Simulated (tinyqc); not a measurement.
Inside a calculation. Model: solid solubility of a dopant against its melt (retrograde solidus), clustering and the electrically active fraction. Computed by tinyqc, a small Python program that keeps every step. Command: `OMP_NUM_THREADS=1 python tinyqc.py 3008759 3008760 out.jsonl retro walk`. One thread of a shared host (Intel(R) Xeon(R) Processor @ 2.30GHz), about 0.01 s of CPU time with the checks. Intermediate numbers are printed to about 6 digits and carried at full precision; extremes and crossings named in words are read from the listed rows.

Inputs (values chosen for the exercise, of the order of those of antimony in silicon for the solubility): melting point of the host T_m = 1687 K; heat of melting of the host H_f = 50.2 kJ/mol; interaction L of the melt = 3.1 kJ/mol; enthalpy of transfer from melt to solid H = 0.786 eV; entropy of transfer S = 1.58 k_B; site density N0 = 5e+22 1/cm^3; temperature T = 1003 K; total dopant density N_t = 3.4e+20 1/cm^3; atoms per cluster m = 2; cluster scale N* at 1273 K = 3.3e+20 1/cm^3; activation energy E_b of the cluster scale = 0.27 eV; anneal temperature T_a = 1075 K; prefactor of n_i = 3.93e+16 1/(cm^3 K^1.5); energy E_i in n_i = 0.606 eV; mobility mu = 45 cm^2/(V s).

Clustering: clusters that take up free electrons.

Constants: R = 8.314462618 J/(mol K); k_B = 8.617333262e-05 eV/K; e = 1.602176634e-19 C; N_A = 6.02214076e+23 1/mol.

## Liquidus and solidus at T

x_l and x_s are atom fractions of the dopant in melt and solid; the solid is dilute. Liquidus of the host: R T ln(1 - x_l) + L x_l^2 = -H_f (1 - T/T_m). Distribution: k = x_s/x_l = exp[L (1 - x_l)^2/(R T)] exp(S/k_B - H/(k_B T)), the first factor being the activity coefficient in the melt. Solubility = x_s N0; at T_m x_l = 0.

x_l = 0.937159

distribution coefficient k = 5.46268e-04

x_s = 5.11940e-04

solubility = 2.55970e+19 1/cm^3

k at the melting point = 0.0271679

k has changed by a factor 0.020 from its value at T_m, while x_l has grown from 0 to 0.937.

## The retrograde maximum

The largest x_s N0 between 900 K and T_m. For an ideal melt with constant heats the maximum has x_l = H_f/(H + H_f), H in the same units.

temperature of the maximum = 1488.62 K

largest solubility = 2.34068e+20 1/cm^3

x_l there = 0.404218

ideal-melt value H_f/(H + H_f) = 0.398294

The maximum lies 198 K below T_m: above it the melt runs out of dopant, below it k falls as exp(-H/(k_B T)).

## The solidus

The formulas are those given above.

Against temperature:
```
T (K)       x_l          k  solubility (1/cm^3)  over the maximum
1000   0.938398  0.0005315          2.49397e+19          0.106549
1100   0.886533  0.0012216          5.41496e+19          0.231341
1200   0.809068  0.0024550          9.93127e+19          0.424290
1300   0.700676  0.0044691          1.56569e+20          0.668903
1400   0.558081  0.0075735          2.11332e+20          0.902865
1500   0.382825  0.0122028          2.33577e+20          0.997904
1580   0.224515  0.0174055          1.95389e+20          0.834756
1640   0.099512  0.0224306          1.11606e+20          0.476810
1675   0.025455  0.0258859          3.29460e+19          0.140754
```

Between the first rows the Arrhenius energy of the solubility is 0.73 eV, against H = 0.786 eV; it shrinks to zero at 1489 K and turns negative beyond. A crystal saturated at the maximum precipitates dopant-rich liquid on cooling and on heating alike. Below a eutectic or compound temperature another phase would set the limit.

## Active fraction after the anneal

A highly soluble donor (another dopant than that of the solidus) is limited by clustering. Donors N_a are active, and clusters hold m atoms each: N_t = N_a + m C, m C = N* (N_a/N*)^m (n/N*)^m, each atom taking one electron, n = N_a/2 + sqrt(N_a^2/4 + n_i^2), n_i = prefactor x T^1.5 exp(-E_i/(k_B T)), with N*(T) = N*(1273 K) exp[-(E_b/k_B)(1/T - 1/1273)]. Resistivity = 1/(e mu N_a).

N*(T_a) = 2.09717e+20 1/cm^3

active density N_a = 1.92155e+20 1/cm^3

active fraction = 0.565163

resistivity = 0.721813 milliohm cm

Doubling the dose would raise N_a by only 31 %. Caution: this clustering law is a generic form; degeneracy and a doping-dependent mobility are left out.

## Active against total

A highly soluble donor (another dopant than that of the solidus) is limited by clustering. Donors N_a are active, and clusters hold m atoms each: N_t = N_a + m C, m C = N* (N_a/N*)^m (n/N*)^m, each atom taking one electron, n = N_a/2 + sqrt(N_a^2/4 + n_i^2), n_i = prefactor x T^1.5 exp(-E_i/(k_B T)), with N*(T) = N*(1273 K) exp[-(E_b/k_B)(1/T - 1/1273)].

Active density (1/cm^3):
```
N_t (1/cm^3)   N_a at T_a  fraction  N_a at T_a + 150 K  N_a at T_a - 150 K
1.00e+19      9.99883e+18  0.999883         9.99943e+18         9.99550e+18
3.00e+19      2.99124e+19  0.997081         2.99681e+19         2.96537e+19
1.00e+20      9.21686e+19  0.921686         9.67266e+19         8.08616e+19
2.00e+20      1.47985e+20  0.739925         1.69362e+20         1.16772e+20
5.00e+20      2.24509e+20  0.449019         2.77967e+20         1.65356e+20
1.00e+21      2.84968e+20  0.284968         3.61942e+20         2.05272e+20
2.00e+21      3.51166e+20  0.175583         4.51753e+20         2.50052e+20
5.00e+21      4.52546e+20  0.090509         5.86999e+20         3.19773e+20
```

The exponent d ln N_a/d ln N_t falls from 1.00 to 0.28, towards 1/(2m) = 0.250. At the highest dose a 150 K hotter anneal gives 1.30 times the active density, and a later step 150 K cooler would cut it to 0.71 if it ran to equilibrium: short hot anneals come last.

Checks made by the program: the ideal-melt maximum (relative difference 2e-09).
